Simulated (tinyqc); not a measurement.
UKS/LDA (VWN5) in the sto-3g basis, for Li, spin multiplicity 2, step by step (part 1 of 2). Computed by tinyqc, a small Python program that keeps every step (integrals from PySCF). Settings: charge = 0, multiplicity = 2, basis = sto-3g, energy threshold = 1e-10, iteration cap = 79, orthogonalisation = symmetric, start = core, DIIS depth = 8, method = UKS, functional = lda,vwn, grid = [15, 86]. Command: `OMP_NUM_THREADS=1 python tinyqc.py 25549 25550 out.jsonl` (the two numbers bound the seeds that draw the settings). One thread of a shared host (Intel(R) Xeon(R) Processor @ 2.60GHz), about 0.5 s of CPU time with the checks. Later iterations appear only in the table of the cycle.

## One-electron integrals

Geometry (angstrom):

| atom | x | y | z |
|---|---|---|---|
| Li | 0.0000 | 0.0000 | 0.0000 |

Basis sto-3g: exponents (1/bohr^2) and contraction coefficients of normalised primitives:

| element | l (shell) | exponent | coefficient |
|---|---|---|---|
| Li | s (1) | 16.1196 | 0.1543 |
| Li | s (1) | 2.9362 | 0.5353 |
| Li | s (1) | 0.7947 | 0.4446 |
| Li | s (2) | 0.6363 | -0.1000 |
| Li | s (2) | 0.1479 | 0.3995 |
| Li | s (2) | 0.0481 | 0.7001 |
| Li | p (3) | 0.6363 | 0.1559 |
| Li | p (3) | 0.1479 | 0.6077 |
| Li | p (3) | 0.0481 | 0.3920 |

Overlap, kinetic and nuclear-attraction integrals over the contracted functions; the nuclear repulsion is the sum of Za Zb / Rab.

nuclear repulsion = 0 hartree

overlap S:
```
         1Li 1s  1Li 2s  1Li 2px  1Li 2py  1Li 2pz
1Li 1s   1.0000  0.2411   0.0000   0.0000   0.0000
1Li 2s   0.2411  1.0000   0.0000   0.0000   0.0000
1Li 2px  0.0000  0.0000   1.0000   0.0000   0.0000
1Li 2py  0.0000  0.0000   0.0000   1.0000   0.0000
1Li 2pz  0.0000  0.0000   0.0000   0.0000   1.0000
```

kinetic energy T (hartree):
```
          1Li 1s   1Li 2s  1Li 2px  1Li 2py  1Li 2pz
1Li 1s    3.5768  -0.0202   0.0000   0.0000   0.0000
1Li 2s   -0.0202   0.1022   0.0000   0.0000   0.0000
1Li 2px   0.0000   0.0000   0.3197   0.0000   0.0000
1Li 2py   0.0000   0.0000   0.0000   0.3197   0.0000
1Li 2pz   0.0000   0.0000   0.0000   0.0000   0.3197
```

nuclear attraction V (hartree):
```
          1Li 1s   1Li 2s  1Li 2px  1Li 2py  1Li 2pz
1Li 1s   -7.9829  -0.9643   0.0000   0.0000   0.0000
1Li 2s   -0.9643  -1.2069   0.0000   0.0000   0.0000
1Li 2px   0.0000   0.0000  -1.1973   0.0000   0.0000
1Li 2py   0.0000   0.0000   0.0000  -1.1973   0.0000
1Li 2pz   0.0000   0.0000   0.0000   0.0000  -1.1973
```

core Hamiltonian H = T + V (hartree):
```
          1Li 1s   1Li 2s  1Li 2px  1Li 2py  1Li 2pz
1Li 1s   -4.4061  -0.9846   0.0000   0.0000   0.0000
1Li 2s   -0.9846  -1.1048   0.0000   0.0000   0.0000
1Li 2px   0.0000   0.0000  -0.8776   0.0000   0.0000
1Li 2py   0.0000   0.0000   0.0000  -0.8776   0.0000
1Li 2pz   0.0000   0.0000   0.0000   0.0000  -0.8776
```

## Two-electron integrals

Functions are numbered as in S; the eight-fold symmetry (ij|kl) = (ji|kl) = (kl|ij) leaves the list below.

Two-electron integrals (ij|kl) in chemists' order, unique and non-zero (hartree):
```
(11|11) 1.6804   (21|11) 0.2654   (21|21) 0.0499   (22|11) 0.3977
(22|21) 0.0929   (22|22) 0.2906   (31|31) 0.0090   (32|31) 0.0138
(32|32) 0.0642   (33|11) 0.3966   (33|21) 0.0929   (33|22) 0.2905
(33|33) 0.3129   (41|41) 0.0090   (42|41) 0.0138   (42|42) 0.0642
(43|43) 0.0169   (44|11) 0.3966   (44|21) 0.0929   (44|22) 0.2905
(44|33) 0.2792   (44|44) 0.3129   (51|51) 0.0090   (52|51) 0.0138
(52|52) 0.0642   (53|53) 0.0169   (54|54) 0.0169   (55|11) 0.3966
(55|21) 0.0929   (55|22) 0.2905   (55|33) 0.2792   (55|44) 0.2792
(55|55) 0.3129
```

## Orthogonalisation

S = U s U^T; symmetric (Loewdin) form X = U s^(-1/2) U^T, so that X^T S X = 1.

eigenvalues of S: 0.7589  1.0000  1.0000  1.0000  1.2411

X:
```
          1Li 1s   1Li 2s  1Li 2px  1Li 2py  1Li 2pz
1Li 1s    1.0228  -0.1252   0.0000   0.0000   0.0000
1Li 2s   -0.1252   1.0228   0.0000   0.0000   0.0000
1Li 2px   0.0000   0.0000   1.0000   0.0000   0.0000
1Li 2py   0.0000   0.0000   0.0000   1.0000   0.0000
1Li 2pz   0.0000   0.0000   0.0000   0.0000   1.0000
```

## Starting guess

The start is the orbitals of the core Hamiltonian; D(s) = C_occ C_occ^T for each spin.

D(alpha) at the start:
```
          1Li 1s   1Li 2s  1Li 2px  1Li 2py  1Li 2pz
1Li 1s    1.0617  -0.2560   0.0000   0.0000   0.0000
1Li 2s   -0.2560   1.0617   0.0000   0.0000   0.0000
1Li 2px   0.0000   0.0000   0.0000   0.0000   0.0000
1Li 2py   0.0000   0.0000   0.0000   0.0000   0.0000
1Li 2pz   0.0000   0.0000   0.0000   0.0000   0.0000
```

D(beta) at the start:
```
          1Li 1s   1Li 2s  1Li 2px  1Li 2py  1Li 2pz
1Li 1s    1.0110  -0.0240   0.0000   0.0000   0.0000
1Li 2s   -0.0240   0.0006   0.0000   0.0000   0.0000
1Li 2px   0.0000   0.0000   0.0000   0.0000   0.0000
1Li 2py   0.0000   0.0000   0.0000   0.0000   0.0000
1Li 2pz   0.0000   0.0000   0.0000   0.0000   0.0000
```

## Iteration 1: exchange-correlation on the grid

Becke grid with 15 radial and 86 angular points per atom, points of zero weight dropped. rho = sum D_ij phi_i phi_j; V_xc,ij = sum w v_xc phi_i phi_j; v_xc is d(rho eps)/d rho(s) for spin s.

The 8 grid points with the largest w rho, of 1290 (bohr, atomic units):

| x | y | z | w | rho(alpha) | rho(beta) | eps_xc | v_xc(alpha) |
|---|---|---|---|---|---|---|---|
| -0.2316 | 0.2316 | 0.2316 | 0.0062 | 0.7140 | 0.7009 | -0.9037 | -1.1914 |
| 0.2316 | 0.2316 | 0.2316 | 0.0062 | 0.7140 | 0.7009 | -0.9037 | -1.1914 |
| -0.2316 | -0.2316 | 0.2316 | 0.0062 | 0.7140 | 0.7009 | -0.9037 | -1.1914 |
| 0.2316 | -0.2316 | 0.2316 | 0.0062 | 0.7140 | 0.7009 | -0.9037 | -1.1914 |
| -0.2316 | 0.2316 | -0.2316 | 0.0062 | 0.7140 | 0.7009 | -0.9037 | -1.1914 |
| 0.2316 | 0.2316 | -0.2316 | 0.0062 | 0.7140 | 0.7009 | -0.9037 | -1.1914 |
| -0.2316 | -0.2316 | -0.2316 | 0.0062 | 0.7140 | 0.7009 | -0.9037 | -1.1914 |
| 0.2316 | -0.2316 | -0.2316 | 0.0062 | 0.7140 | 0.7009 | -0.9037 | -1.1914 |

electrons on the grid, sum of w rho = 2.9995

E_xc = sum of w rho eps_xc = -1.747789 hartree

V_xc(alpha) (hartree):
```
          1Li 1s   1Li 2s  1Li 2px  1Li 2py  1Li 2pz
1Li 1s   -1.0473  -0.1416   0.0000   0.0000   0.0000
1Li 2s   -0.1416  -0.2019   0.0000   0.0000   0.0000
1Li 2px   0.0000   0.0000  -0.2001   0.0000   0.0000
1Li 2py   0.0000   0.0000   0.0000  -0.2001   0.0000
1Li 2pz   0.0000   0.0000   0.0000   0.0000  -0.2001
```

V_xc(beta) (hartree):
```
          1Li 1s   1Li 2s  1Li 2px  1Li 2py  1Li 2pz
1Li 1s   -1.0391  -0.1358   0.0000   0.0000   0.0000
1Li 2s   -0.1358  -0.1485   0.0000   0.0000   0.0000
1Li 2px   0.0000   0.0000  -0.1472   0.0000   0.0000
1Li 2py   0.0000   0.0000   0.0000  -0.1472   0.0000
1Li 2pz   0.0000   0.0000   0.0000   0.0000  -0.1472
```

## Iteration 1: building the Kohn-Sham matrix

J_ij = sum D_kl (ij|kl) with D = D(alpha) + D(beta); F = H + J + V_xc; E = tr D H + tr D J / 2 + E_xc + E_nn.

Coulomb J (hartree):
```
         1Li 1s  1Li 2s  1Li 2px  1Li 2py  1Li 2pz
1Li 1s   3.7569  0.6208   0.0000   0.0000   0.0000
1Li 2s   0.6208  1.0810   0.0000   0.0000   0.0000
1Li 2px  0.0000  0.0000   1.0787   0.0000   0.0000
1Li 2py  0.0000  0.0000   0.0000   1.0787   0.0000
1Li 2pz  0.0000  0.0000   0.0000   0.0000   1.0787
```

F(alpha) (hartree):
```
          1Li 1s   1Li 2s  1Li 2px  1Li 2py  1Li 2pz
1Li 1s   -1.6965  -0.5054   0.0000   0.0000   0.0000
1Li 2s   -0.5054  -0.2257   0.0000   0.0000   0.0000
1Li 2px   0.0000   0.0000   0.0010   0.0000   0.0000
1Li 2py   0.0000   0.0000   0.0000   0.0010   0.0000
1Li 2pz   0.0000   0.0000   0.0000   0.0000   0.0010
```

F(beta) (hartree):
```
          1Li 1s   1Li 2s  1Li 2px  1Li 2py  1Li 2pz
1Li 1s   -1.6883  -0.4996   0.0000   0.0000   0.0000
1Li 2s   -0.4996  -0.1723   0.0000   0.0000   0.0000
1Li 2px   0.0000   0.0000   0.0540   0.0000   0.0000
1Li 2py   0.0000   0.0000   0.0000   0.0540   0.0000
1Li 2pz   0.0000   0.0000   0.0000   0.0000   0.0540
```

total energy of this density = -7.208796 hartree

## Iteration 1: diagonalisation and new density

Diagonalise F' = X^T F X, C = X C', fill 2 alpha and 1 beta electrons from the bottom; D(s) = C_occ C_occ^T. Each column has its largest component positive (the first on a tie).

F' = X^T F X (alpha) (hartree):
```
         1        2       3       4       5
1  -1.6488  -0.2905  0.0000  0.0000  0.0000
2  -0.2905  -0.1332  0.0000  0.0000  0.0000
3   0.0000   0.0000  0.0010  0.0000  0.0000
4   0.0000   0.0000  0.0000  0.0010  0.0000
5   0.0000   0.0000  0.0000  0.0000  0.0010
```

orbital energies (alpha) (hartree): MO1 -1.7026, MO2 -0.0795, MO3 0.0010, MO4 0.0010, MO5 0.0010

coefficients C (alpha):
```
            MO1      MO2      MO3     MO4      MO5
1Li 1s   0.9829  -0.3092   0.0000  0.0000   0.0000
1Li 2s   0.0631   1.0285   0.0000  0.0000   0.0000
1Li 2px  0.0000   0.0000   1.0000  0.0034  -0.0006
1Li 2py  0.0000   0.0000  -0.0034  0.9998  -0.0184
1Li 2pz  0.0000   0.0000   0.0005  0.0184   0.9998
```

F' = X^T F X (beta) (hartree):
```
         1        2       3       4       5
1  -1.6409  -0.2922  0.0000  0.0000  0.0000
2  -0.2922  -0.0787  0.0000  0.0000  0.0000
3   0.0000   0.0000  0.0540  0.0000  0.0000
4   0.0000   0.0000  0.0000  0.0540  0.0000
5   0.0000   0.0000  0.0000  0.0000  0.0540
```

orbital energies (beta) (hartree): MO1 -1.6938, MO2 -0.0259, MO3 0.0540, MO4 0.0540, MO5 0.0540

coefficients C (beta):
```
            MO1      MO2      MO3      MO4      MO5
1Li 1s   0.9841  -0.3053   0.0000   0.0000   0.0000
1Li 2s   0.0590   1.0287   0.0000   0.0000   0.0000
1Li 2px  0.0000   0.0000   0.0340   0.3290   0.9437
1Li 2py  0.0000   0.0000   0.9994  -0.0036  -0.0348
1Li 2pz  0.0000   0.0000  -0.0080   0.9443  -0.3289
```

D(alpha) after iteration 1:
```
          1Li 1s   1Li 2s  1Li 2px  1Li 2py  1Li 2pz
1Li 1s    1.0617  -0.2560   0.0000   0.0000   0.0000
1Li 2s   -0.2560   1.0617   0.0000   0.0000   0.0000
1Li 2px   0.0000   0.0000   0.0000   0.0000   0.0000
1Li 2py   0.0000   0.0000   0.0000   0.0000   0.0000
1Li 2pz   0.0000   0.0000   0.0000   0.0000   0.0000
```

D(beta) after iteration 1:
```
         1Li 1s  1Li 2s  1Li 2px  1Li 2py  1Li 2pz
1Li 1s   0.9685  0.0580   0.0000   0.0000   0.0000
1Li 2s   0.0580  0.0035   0.0000   0.0000   0.0000
1Li 2px  0.0000  0.0000   0.0000   0.0000   0.0000
1Li 2py  0.0000  0.0000   0.0000   0.0000   0.0000
1Li 2pz  0.0000  0.0000   0.0000   0.0000   0.0000
```

Within a degenerate level the vectors are fixed only up to a rotation; this is one choice.

## Iteration 2: exchange-correlation on the grid

As before.

The 8 grid points with the largest w rho, of 1290 (bohr, atomic units):

| x | y | z | w | rho(alpha) | rho(beta) | eps_xc | v_xc(alpha) |
|---|---|---|---|---|---|---|---|
| -0.2316 | 0.2316 | -0.2316 | 0.0062 | 0.7140 | 0.6811 | -0.8997 | -1.1906 |
| 0.2316 | 0.2316 | -0.2316 | 0.0062 | 0.7140 | 0.6811 | -0.8997 | -1.1906 |
| -0.2316 | -0.2316 | 0.2316 | 0.0062 | 0.7140 | 0.6811 | -0.8997 | -1.1906 |
| 0.2316 | -0.2316 | 0.2316 | 0.0062 | 0.7140 | 0.6811 | -0.8997 | -1.1906 |
| -0.2316 | 0.2316 | 0.2316 | 0.0062 | 0.7140 | 0.6811 | -0.8997 | -1.1906 |
| 0.2316 | -0.2316 | -0.2316 | 0.0062 | 0.7140 | 0.6811 | -0.8997 | -1.1906 |
| -0.2316 | -0.2316 | -0.2316 | 0.0062 | 0.7140 | 0.6811 | -0.8997 | -1.1906 |
| 0.2316 | 0.2316 | 0.2316 | 0.0062 | 0.7140 | 0.6811 | -0.8997 | -1.1906 |

electrons on the grid, sum of w rho = 2.9995

E_xc = sum of w rho eps_xc = -1.726577 hartree

V_xc(alpha) (hartree):
```
          1Li 1s   1Li 2s  1Li 2px  1Li 2py  1Li 2pz
1Li 1s   -1.0469  -0.1417   0.0000   0.0000   0.0000
1Li 2s   -0.1417  -0.2024   0.0000   0.0000   0.0000
1Li 2px   0.0000   0.0000  -0.2006   0.0000   0.0000
1Li 2py   0.0000   0.0000   0.0000  -0.2006   0.0000
1Li 2pz   0.0000   0.0000   0.0000   0.0000  -0.2006
```

V_xc(beta) (hartree):
```
          1Li 1s   1Li 2s  1Li 2px  1Li 2py  1Li 2pz
1Li 1s   -1.0322  -0.1362   0.0000   0.0000   0.0000
1Li 2s   -0.1362  -0.1554   0.0000   0.0000   0.0000
1Li 2px   0.0000   0.0000  -0.1540   0.0000   0.0000
1Li 2py   0.0000   0.0000   0.0000  -0.1540   0.0000
1Li 2pz   0.0000   0.0000   0.0000   0.0000  -0.1540
```

## Iteration 2: building the Kohn-Sham matrix

As before.

Coulomb J (hartree):
```
         1Li 1s  1Li 2s  1Li 2px  1Li 2py  1Li 2pz
1Li 1s   3.7302  0.6180   0.0000   0.0000   0.0000
1Li 2s   0.6180  1.0802   0.0000   0.0000   0.0000
1Li 2px  0.0000  0.0000   1.0779   0.0000   0.0000
1Li 2py  0.0000  0.0000   0.0000   1.0779   0.0000
1Li 2pz  0.0000  0.0000   0.0000   0.0000   1.0779
```

F(alpha) (hartree):
```
          1Li 1s   1Li 2s  1Li 2px  1Li 2py  1Li 2pz
1Li 1s   -1.7227  -0.5083   0.0000   0.0000   0.0000
1Li 2s   -0.5083  -0.2269   0.0000   0.0000   0.0000
1Li 2px   0.0000   0.0000  -0.0002   0.0000   0.0000
1Li 2py   0.0000   0.0000   0.0000  -0.0002   0.0000
1Li 2pz   0.0000   0.0000   0.0000   0.0000  -0.0002
```

F(beta) (hartree):
```
          1Li 1s   1Li 2s  1Li 2px  1Li 2py  1Li 2pz
1Li 1s   -1.7080  -0.5028   0.0000   0.0000   0.0000
1Li 2s   -0.5028  -0.1799   0.0000   0.0000   0.0000
1Li 2px   0.0000   0.0000   0.0464   0.0000   0.0000
1Li 2py   0.0000   0.0000   0.0000   0.0464   0.0000
1Li 2pz   0.0000   0.0000   0.0000   0.0000   0.0464
```

total energy of this density = -7.219410 hartree

## Iteration 2: DIIS over 2 matrices

error matrix X^T (FDS - SDF) X (alpha):
```
        1       2       3       4       5
1  0.0000  0.0000  0.0000  0.0000  0.0000
2  0.0000  0.0000  0.0000  0.0000  0.0000
3  0.0000  0.0000  0.0000  0.0000  0.0000
4  0.0000  0.0000  0.0000  0.0000  0.0000
5  0.0000  0.0000  0.0000  0.0000  0.0000
```

B (overlaps of the stored error matrices):
```
                1               2
1   3.5646457e-02  -6.1330353e-04
2  -6.1330353e-04   1.0551995e-05
```

Minimise |sum c_i e_i|^2 with sum c_i = 1: solve [B -1; -1 0][c; lambda] = [0; -1] with B_ij = tr e_i^T e_j summed over both spins, and take F = sum c_i F_i.

DIIS coefficients: 0.0169  0.9831

extrapolated F(alpha) (hartree):
```
          1Li 1s   1Li 2s  1Li 2px  1Li 2py  1Li 2pz
1Li 1s   -1.7223  -0.5083   0.0000   0.0000   0.0000
1Li 2s   -0.5083  -0.2269   0.0000   0.0000   0.0000
1Li 2px   0.0000   0.0000  -0.0002   0.0000   0.0000
1Li 2py   0.0000   0.0000   0.0000  -0.0002   0.0000
1Li 2pz   0.0000   0.0000   0.0000   0.0000  -0.0002
```

extrapolated F(beta) (hartree):
```
          1Li 1s   1Li 2s  1Li 2px  1Li 2py  1Li 2pz
1Li 1s   -1.7077  -0.5027   0.0000   0.0000   0.0000
1Li 2s   -0.5027  -0.1798   0.0000   0.0000   0.0000
1Li 2px   0.0000   0.0000   0.0465   0.0000   0.0000
1Li 2py   0.0000   0.0000   0.0000   0.0465   0.0000
1Li 2pz   0.0000   0.0000   0.0000   0.0000   0.0465
```

## Iteration 2: diagonalisation and new density

As before.

F' = X^T F X (alpha) (hartree):
```
         1        2        3        4        5
1  -1.6751  -0.2901   0.0000   0.0000   0.0000
2  -0.2901  -0.1342   0.0000   0.0000   0.0000
3   0.0000   0.0000  -0.0002   0.0000   0.0000
4   0.0000   0.0000   0.0000  -0.0002   0.0000
5   0.0000   0.0000   0.0000   0.0000  -0.0002
```

orbital energies (alpha) (hartree): MO1 -1.7279, MO2 -0.0814, MO3 -0.0002, MO4 -0.0002, MO5 -0.0002

coefficients C (alpha):
```
            MO1      MO2      MO3      MO4      MO5
1Li 1s   0.9838  -0.3063   0.0000   0.0000   0.0000
1Li 2s   0.0600   1.0287   0.0000   0.0000   0.0000
1Li 2px  0.0000   0.0000   1.0000  -0.0029   0.0090
1Li 2py  0.0000   0.0000  -0.0090   0.0130   0.9999
1Li 2pz  0.0000   0.0000   0.0030   0.9999  -0.0130
```

F' = X^T F X (beta) (hartree):
```
         1        2       3       4       5
1  -1.6605  -0.2921  0.0000  0.0000  0.0000
2  -0.2921  -0.0861  0.0000  0.0000  0.0000
3   0.0000   0.0000  0.0465  0.0000  0.0000
4   0.0000   0.0000  0.0000  0.0465  0.0000
5   0.0000   0.0000  0.0000  0.0000  0.0465
```

orbital energies (beta) (hartree): MO1 -1.7129, MO2 -0.0336, MO3 0.0465, MO4 0.0465, MO5 0.0465

coefficients C (beta):
```
            MO1      MO2      MO3     MO4      MO5
1Li 1s   0.9846  -0.3039   0.0000  0.0000   0.0000
1Li 2s   0.0576   1.0288   0.0000  0.0000   0.0000
1Li 2px  0.0000   0.0000   0.0494  0.0038   0.9988
1Li 2py  0.0000   0.0000   0.9924  0.1129  -0.0495
1Li 2pz  0.0000   0.0000  -0.1130  0.9936   0.0018
```

D(alpha) after iteration 2:
```
          1Li 1s   1Li 2s  1Li 2px  1Li 2py  1Li 2pz
1Li 1s    1.0617  -0.2560   0.0000   0.0000   0.0000
1Li 2s   -0.2560   1.0617   0.0000   0.0000   0.0000
1Li 2px   0.0000   0.0000   0.0000   0.0000   0.0000
1Li 2py   0.0000   0.0000   0.0000   0.0000   0.0000
1Li 2pz   0.0000   0.0000   0.0000   0.0000   0.0000
```

D(beta) after iteration 2:
```
         1Li 1s  1Li 2s  1Li 2px  1Li 2py  1Li 2pz
1Li 1s   0.9694  0.0567   0.0000   0.0000   0.0000
1Li 2s   0.0567  0.0033   0.0000   0.0000   0.0000
1Li 2px  0.0000  0.0000   0.0000   0.0000   0.0000
1Li 2py  0.0000  0.0000   0.0000   0.0000   0.0000
1Li 2pz  0.0000  0.0000   0.0000   0.0000   0.0000
```

Within a degenerate level the vectors are fixed only up to a rotation; this is one choice.

## Iteration 8 (converged): orbitals

converged F(alpha) (hartree):
```
          1Li 1s   1Li 2s  1Li 2px  1Li 2py  1Li 2pz
1Li 1s   -1.7222  -0.5082   0.0000   0.0000   0.0000
1Li 2s   -0.5082  -0.2269   0.0000   0.0000   0.0000
1Li 2px   0.0000   0.0000  -0.0002   0.0000   0.0000
1Li 2py   0.0000   0.0000   0.0000  -0.0002   0.0000
1Li 2pz   0.0000   0.0000   0.0000   0.0000  -0.0002
```

converged F(beta) (hartree):
```
          1Li 1s   1Li 2s  1Li 2px  1Li 2py  1Li 2pz
1Li 1s   -1.7076  -0.5027   0.0000   0.0000   0.0000
1Li 2s   -0.5027  -0.1798   0.0000   0.0000   0.0000
1Li 2px   0.0000   0.0000   0.0466   0.0000   0.0000
1Li 2py   0.0000   0.0000   0.0000   0.0466   0.0000
1Li 2pz   0.0000   0.0000   0.0000   0.0000   0.0466
```

As before.

F' = X^T F X (alpha) (hartree):
```
         1        2        3        4        5
1  -1.6749  -0.2901   0.0000   0.0000   0.0000
2  -0.2901  -0.1342   0.0000   0.0000   0.0000
3   0.0000   0.0000  -0.0002   0.0000   0.0000
4   0.0000   0.0000   0.0000  -0.0002   0.0000
5   0.0000   0.0000   0.0000   0.0000  -0.0002
```

orbital energies (alpha) (hartree): MO1 -1.7277, MO2 -0.0814, MO3 -0.0002, MO4 -0.0002, MO5 -0.0002

coefficients C (alpha):
```
            MO1      MO2      MO3     MO4      MO5
1Li 1s   0.9838  -0.3063   0.0000  0.0000   0.0000
1Li 2s   0.0601   1.0287   0.0000  0.0000   0.0000
1Li 2px  0.0000   0.0000   0.0096  0.0038   0.9999
1Li 2py  0.0000   0.0000   0.9998  0.0155  -0.0096
1Li 2pz  0.0000   0.0000  -0.0155  0.9999  -0.0036
```

F' = X^T F X (beta) (hartree):
```
         1        2       3       4       5
1  -1.6604  -0.2921  0.0000  0.0000  0.0000
2  -0.2921  -0.0861  0.0000  0.0000  0.0000
3   0.0000   0.0000  0.0466  0.0000  0.0000
4   0.0000   0.0000  0.0000  0.0466  0.0000
5   0.0000   0.0000  0.0000  0.0000  0.0466
```

orbital energies (beta) (hartree): MO1 -1.7128, MO2 -0.0336, MO3 0.0466, MO4 0.0466, MO5 0.0466

coefficients C (beta):
```
            MO1      MO2      MO3      MO4     MO5
1Li 1s   0.9846  -0.3040   0.0000   0.0000  0.0000
1Li 2s   0.0576   1.0288   0.0000   0.0000  0.0000
1Li 2px  0.0000   0.0000   0.0219  -0.1434  0.9894
1Li 2py  0.0000   0.0000   0.9863   0.1652  0.0021
1Li 2pz  0.0000   0.0000  -0.1637   0.9758  0.1451
```

D(alpha) after iteration 8:
```
          1Li 1s   1Li 2s  1Li 2px  1Li 2py  1Li 2pz
1Li 1s    1.0617  -0.2560   0.0000   0.0000   0.0000
1Li 2s   -0.2560   1.0617   0.0000   0.0000   0.0000
1Li 2px   0.0000   0.0000   0.0000   0.0000   0.0000
1Li 2py   0.0000   0.0000   0.0000   0.0000   0.0000
1Li 2pz   0.0000   0.0000   0.0000   0.0000   0.0000
```

D(beta) after iteration 8:
```
         1Li 1s  1Li 2s  1Li 2px  1Li 2py  1Li 2pz
1Li 1s   0.9693  0.0567   0.0000   0.0000   0.0000
1Li 2s   0.0567  0.0033   0.0000   0.0000   0.0000
1Li 2px  0.0000  0.0000   0.0000   0.0000   0.0000
1Li 2py  0.0000  0.0000   0.0000   0.0000   0.0000
1Li 2pz  0.0000  0.0000   0.0000   0.0000   0.0000
```

Within a degenerate level the vectors are fixed only up to a rotation; this is one choice.
